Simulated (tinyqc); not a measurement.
Inductance and parasitic capacitance from two readings.

Inverse problem. A loss-free coil L in parallel with C shows the apparent inductance L/(1 - w^2 L C), w = 2 pi f. Find L, C and the self-resonance 1/(2 pi sqrt(L C)).

apparent inductance at 3.4 and 5.1 GHz (nH): [7.9622068, 13.467716]

Answer. The inverse of the reading is 1/L - w^2 C, a straight line in w^2.

L = 6.000 nH
C = 90.00 fF
self-resonance = 6.849 GHz

Computed by the program tinyqc: `OMP_NUM_THREADS=1 python tinyqc.py 2302107 2302108 out.jsonl`, one thread of a shared Intel Xeon 2.30GHz, about 0.01 s for the whole run.
